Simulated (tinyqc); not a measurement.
Charge-trap memory cell: one step of the calculation.

Channel, tunnel oxide, storage layer, blocking layer, gate. N electrons per area sit in a sheet at the centroid and shift the threshold by U = (q/eps0) N (tb/eb + xc tn/en). EOT = t1 + 3.9 (tn/en + tb/eb); tunnel field F = (Vg - U)/EOT; dN/dt = eta (J/q)(1 - N/Nm). Fowler-Nordheim: J = A F^2 exp(-B/F), A = q^2/(16 pi^2 hbar mo phi) (times 1e14 for A/cm^2 with F in V/nm, emitter mass m0), B = (4/3) sqrt(mo/C) phi^1.5, C = hbar^2/(2 m0).

Task. Constants of the stack. EOT, the shift for 1e12 electrons per cm^2, the shift with all traps full, and the starting field, current and rate.

Parameters, values chosen for the exercise; oxide values close to those of silicon dioxide, storage layer close to silicon nitride, blocking layer close to aluminium oxide:
```
symbol,value,unit,meaning
phi,3.16,eV,tunnel barrier
mo,0.47,m0,tunnelling mass
t1,3.6,nm,tunnel oxide (permittivity 3.9)
tn,6.5,nm,storage layer
en,7.2,,its relative permittivity
tb,11.8,nm,blocking layer
eb,9,,its relative permittivity
xc,0.59,,"charge centroid, share of tn counted from the blocking side"
eta,0.74,,capture efficiency of an empty layer
Nm,1.2e13,cm^-2,trap density
Vg,14.9,V,gate voltage less flat band and surface potential
```

Constants: q = 1.602176634e-19 C, hbar = 1.054571817e-34 J s, m0 = 9.1093837015e-31 kg, eps0 = 8.8541878128e-14 F/cm where lengths are in cm, hbar^2/(2 m0) = 0.0380998212 eV nm^2. Results are converted to the units shown.

Wanted: EOT; shift for 1e12 cm^-2; shift with all traps full; F(0); J(0); dN/dt at the start.

Result.

EOT = 12.234 nm
shift for 1e12 cm^-2 = 0.33363 V
shift with all traps full = 4.0035 V
F(0) = 1.2179 V/nm
J(0) = 0.064090 A/cm^2
dN/dt at the start = 2.9602e17 cm^-2 s^-1

Range of the model: The Fowler-Nordheim form needs F t1 above phi; trap-assisted paths and leakage through the blocking layer are left out.

Numbers from tinyqc (`OMP_NUM_THREADS=1 python tinyqc.py 2130090 2130091 out.jsonl`; about 0.04 s on one thread of a shared Intel Xeon 2.30GHz).
